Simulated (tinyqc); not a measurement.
# Worked calculation: bulk transistor, scale length and short-channel effects

Numbers from tinyqc (`OMP_NUM_THREADS=1 python tinyqc.py 2420034 2420035 out.jsonl`; about 0.01 s on one thread of a shared Intel Xeon 2.30GHz). Printed values are rounded.

A gate, an insulator of thickness ti and a depleted layer of depth ts on a conducting body. Below threshold the potential that source and drain add obeys Laplace's equation and vanishes on the gate and at the bottom of the depleted layer. Its lowest mode decays along the channel as exp(-k y); k is the smallest positive root of the matching condition at the interface, and the scale length is Lambda = pi/k.

Values chosen for this exercise; permittivities: semiconductor close to that of In0.53Ga0.47As, insulator close to that of silicon nitride:
```
symbol,value,unit,meaning
T,250,K,temperature
eps_r,13.7,,relative permittivity of the semiconductor
ei,7.4,,relative permittivity of the insulator
ti,2.8,nm,insulator thickness
ts,19,nm,depletion depth
L,62,nm,channel length
Vbi,0.9,V,potential of the source
sT,0.54,V,potential of the barrier top at threshold
VTL,0.44,V,long-channel threshold
m,1.27,,long-channel body factor
Vds,0.5,V,drain voltage
```

Constants: q = 1.602176634e-19 C, kB = 1.380649e-23 J/K, Vt = kB T/q. Results are converted to the units shown.

## Scan of the matching condition

k, point 0 to 7 (1/nm): [0.02125, 0.0425, 0.06375, 0.085, 0.10625, 0.1275, 0.14875, 0.17]

f(k) = eps_r sin(k ti) cos(k ts) + ei cos(k ti) sin(k ts).

f(k), point 0 to 7: [3.65126, 6.43352, 7.67263, 7.04165, 4.63752, 0.96480, -3.17035, -6.83393]

The first change of sign lies between k = 0.1275 and 0.14875 1/nm.

## Iteration 1: decay constant by Newton steps

k at the start = 0.1275 1/nm

f(k) = eps_r sin(k ti) cos(k ts) + ei cos(k ti) sin(k ts); f' by a central difference with +/- 1e-5 1/nm; k(new) = k - f/f'.

f = 0.964803
f' = -190.849 nm
k after iteration 1 = 0.132555 1/nm

## Iteration 2: decay constant by Newton steps

As before.

f = -0.0113170
f' = -194.912 nm
k after iteration 2 = 0.132497 1/nm

## Course of the iteration: decay constant by Newton steps

Stop when k changes by less than 1e-10 1/nm, or after 30 iterations.

Course of the iteration:
```
iteration  k (1/nm)  |change| (1/nm)
1          0.132555          5.06e-3
2          0.132497          5.81e-5
3          0.132497          4.83e-9
4          0.132497                0
```

Converged in 4 iterations. The change falls from 0.0051 in the first iteration to below the tolerance in the last.

## Scale length against simple estimates

k = 0.132497 1/nm

Lambda = pi/k and l = 1/k. A parabolic potential across the structure gives l(parabolic) = sqrt((eps_r/ei) ts ti).

Lambda = 23.7106 nm
l = 7.54733 nm
l(parabolic) = 9.92431 nm

The parabolic estimate is 31 % above l.

## Threshold shift, barrier position and swing

Along the channel psi(y) = s + a exp(y/l) + b exp(-y/l) with psi(0) = Vbi, psi(L) = Vbi + Vds and l = 1/k = Lambda/pi; with A = Vbi - s, B = A + Vds, x = exp(-L/l): a = (B - A x) x/(1 - x^2), b = (A - B x)/(1 - x^2). The minimum is s + 2 sqrt(a b), at y = (l/2) ln(b/a). The long-channel potential follows the gate as s = sT + (Vg - VTL)/m, and the threshold VT is the gate voltage at which the minimum equals sT. Swing = m Vt ln 10/g at threshold, g = d(minimum)/ds = 1 - (b x + a)/((1 + x) sqrt(a b)).

s at threshold = 0.521018 V
a = 2.37834e-4 V
b = 0.378744 V
position of the minimum = 27.8234 nm
VT = 0.415893 V
swing = 65.3412 mV/decade

The threshold lies 24.1 mV below the long-channel value, and the barrier top sits at 0.45 L from the source.
